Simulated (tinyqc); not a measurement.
Diffused layer (complementary error function), carriers, mobility and sheet resistance: one step of the calculation.

An n-type layer from the surface x = 0 to the junction xj, N(x) = N0 erfc(x/Ld). Local neutrality (no depletion at surface or junction, no spilling of carriers), intrinsic carriers neglected, full ionisation of active dopants.

Question. Sheet quantities by the trapezoid rule. Dose = integral of N, carrier sheet density = integral of n, 1/Rs = q integral of n mu, mean mobility 1/(q Rs sheet density), Hall mobility (unit Hall factor) = integral of n mu^2 over integral of n mu, Hall sheet density = (integral of n mu)^2/integral of n mu^2; all from 0 to xj.

Constants: q = 1.602176634e-19 C. Results are converted to the units shown.

```
point,x (nm),N (cm^-3),n (1e19 cm^-3),mu (cm^2/(V s))
0,0.000000,4.1e19,4.0860000,79.121676
1,3.011210,3.2394886e19,3.2254886,80.833041
2,6.022420,2.4374914e19,2.4234914,83.308027
3,9.033630,1.7408567e19,1.7268567,86.932726
4,12.044840,1.1768901e19,1.1628901,92.324175
5,15.056049,7.5137269e18,0.7373727,100.47226
6,18.067259,4.5214863e18,0.4381486,112.94200
7,21.078469,2.5604277e18,0.2420428,132.08037
8,24.089679,1.3625873e18,0.1222587,160.93991
9,27.100889,6.8068676e17,0.0540687,202.09198
10,30.112099,3.1889713e17,0.0178897,254.22232
11,33.123309,1.4e17,0.0000000,308.29796
```

Wanted: dose; carrier sheet density; Rs; mean mobility; Hall mobility; Hall sheet density.

Answer.

dose = 3.7181e13 cm^-2
carrier sheet density = 3.6717e13 cm^-2
Rs = 1932.7 ohm/square
mean mobility = 87.952 cm^2/(V s)
Hall mobility = 90.852 cm^2/(V s)
Hall sheet density = 3.5545e13 cm^-2

Carriers make up 98.8 % of the dose. A Hall measurement weights the mobile tail, so its sheet density is 3.2 % below the true one.

tinyqc, about 0.02 s, one thread, Intel Xeon 2.30GHz (shared host): `OMP_NUM_THREADS=1 python tinyqc.py 2110119 2110120 out.jsonl`
